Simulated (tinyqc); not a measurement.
Worked calculation: plane-wave Kohn-Sham cycle with exchange-only LDA in a layered model solid. One step of it, computed by the program tinyqc.

Task: Iteration 2: levels at that k. Diagonalise the Hermitian matrix.

H (hartree), lower triangle:
```
           -3         -2         -1         +0         +1         +2        +3
-3   1.396004
-2  -0.168175   0.494800
-1  -0.021534  -0.168175  -0.026949
+0  -0.001642  -0.021534  -0.168175  -0.169244
+1   0.000217  -0.001642  -0.021534  -0.168175   0.067914
+2   0.000309   0.000217  -0.001642  -0.021534  -0.168175   0.684528
+3   0.000051   0.000309   0.000217  -0.001642  -0.021534  -0.168175  1.680595
```

Give: eigenvalues.

Result:

eigenvalues (hartree): -0.3574  -0.0162  0.1454  0.5185  0.7028  1.4264  1.7082
